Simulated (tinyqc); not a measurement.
Worked calculation: field-effect mobility of a thin-film transistor with band-tail and deep states (multiple trapping). Computed by tinyqc, a small Python program that keeps every step. Command: `OMP_NUM_THREADS=1 python tinyqc.py 3002661 3002662 out.jsonl tft walk`. One thread of a shared host (Intel(R) Xeon(R) Processor @ 2.30GHz), about 0.08 s of CPU time with the checks. Intermediate numbers are printed to about 6 digits and carried at full precision; extremes and crossings named in words are read from the listed rows.

A thick film in accumulation at small drain voltage. Only free electrons move; trapped ones still screen the gate. N_c and mu_0 are held fixed when T changes, leaving out the T^(3/2) growth of N_c. x = E_0 - psi is the distance of the Fermi level below the band edge.

Inputs (values chosen for the exercise, modelled on amorphous silicon):
```
quantity,value,unit
permittivity eps,11.8,-
effective density of states N_c,2.2e+20,1/cm^3
band mobility mu_0,11,cm^2/(V s)
tail density at the edge g_t,1.2e+21,1/(eV cm^3)
tail width E_t,23,meV
deep-state density g_d,1.3e+17,1/(eV cm^3)
"flat-band Fermi level below the edge, E_0",0.37,eV
equivalent oxide thickness t,120,nm
surface band bending psi_s as a fraction of E_0,0.87,-
temperature T,300,K
```

Deep states: included.

Constants: k_B = 8.617333262e-05 eV/K; e = 1.602176634e-19 C; eps_0 = 8.8541878128e-12 F/m.

## Free and trapped densities

F_j(eta) = int_0^infinity x^j/(1 + exp(x - eta)) dx, without a gamma-function factor. Integrals over x = E/(k_B T) use 160 Gauss-Legendre points in u = sqrt(x) from 0 to sqrt(max(eta, 0) + 32). Free n(x) = N_c (2/sqrt(pi)) F_1/2(-x/k_B T), with F_1/2 from its two-term series in exp(-x/k_B T) for x >= 12 k_B T; tail n_t(x) = int_0^1.2eV g_t exp(-E/E_t)/(1 + exp((x - E)/k_B T)) dE, E counted down from the edge, 120 Gauss-Legendre points; deep charge g_d psi; space charge rho(psi) = n + n_t + g_d psi less its value at psi = 0.

Local densities at x = 0.4, 0.3, 0.2, 0.15, 0.1, 0.05, 0 and -0.05 eV:
```
x (eV),n (1/cm^3),n_t (1/cm^3),n/(n + n_t)
0.40,4.19487e+13,4.05197e+13,0.508664
0.30,2.00744e+15,1.72747e+15,0.537480
0.20,9.60514e+16,6.63159e+16,0.591569
0.15,6.63850e+17,3.78530e+17,0.636860
0.10,4.56365e+18,1.92384e+18,0.703454
0.05,3.02940e+19,7.67343e+18,0.797894
0.00,1.68332e+20,1.87196e+19,0.899923
-0.05,6.00185e+20,2.56758e+19,0.958975
```

E_t/k_B T = 0.89: the tail is narrower than about k_B T, so deep in the gap n_t roughly follows n, and the free share changes far less than n does.

## One gate voltage

Poisson: F(psi) = sqrt((2 e/(eps eps_0)) int_0^psi rho dpsi'); V_G - V_FB = psi_s + eps F(psi_s) t/3.9; free sheet density N_f = int (n - n(E_0))/F dpsi; induced sheet density N_i = eps eps_0 F(psi_s)/e; trapezoid rule on 301 even points in psi, the first interval left out of N_f. mu_eff = mu_0 N_f/N_i; field-effect mobility mu_FE = mu_0 e (dN_f/dV_G)/C_ox and swing S = dV_G/dlog10(N_f), by a central difference of +/- 2 mV in psi_s; C_ox = 3.9 eps_0/t.

surface field = 595.515 kV/cm

V_G - V_FB = 21.9437 V

free sheet density N_f = 2.66478e+12 1/cm^2

induced sheet density N_i = 3.88341e+12 1/cm^2

effective mobility mu_eff = 7.54817 cm^2/(V s)

field-effect mobility mu_FE = 8.78870 cm^2/(V s)

swing S = 42768.4 mV/decade

69 % of the induced charge is free. mu_FE exceeds mu_eff because the free share is still growing with V_G. The swing is 718.48 times the ideal ln(10) k_B T/e.

## Transfer curve

The formulas are those given above.

Against the band bending:
```
psi_s (V),V_G - V_FB (V),N_f (1/cm^2),mu_eff (cm^2/(V s)),mu_FE (cm^2/(V s)),S (mV/decade)
0.13,1.0324,3.05439e+10,2.07300,3.9022,1104
0.18,2.0164,1.11824e+11,3.72931,5.7949,2722
0.23,4.4482,3.68636e+11,5.35228,6.8978,7539
0.27,8.8503,8.94253e+11,6.38308,7.6465,16497
0.30,14.9756,1.69255e+12,7.06345,8.2773,28844
0.33,25.2369,3.14270e+12,7.72777,8.9841,49341
0.35,35.4273,4.67934e+12,8.17015,9.4589,69775
0.38,57.3481,8.18556e+12,8.80010,10.0625,114723
0.41,88.1995,1.33664e+13,9.32487,10.4523,180332
```

The steepest swing among the rows is 1104 mV/decade. mu_eff climbs from 2.1 to 9.3, 85 % of mu_0 in the last row. Between rows 6 and 7 N_f scales as (V_G - V_FB - psi_s)^1.16; an exponential tail holding all the charge would give the larger of 1 and 2 E_t/k_B T - 1, here 1.00, and free charge alone 1; charge in deep states makes the exponent larger and lets it vary with V_G. The last row needs an oxide field above 5 MV/cm, near or beyond breakdown.

Checks made by the program: tail integral against adaptive quadrature (relative difference below 1e-10).
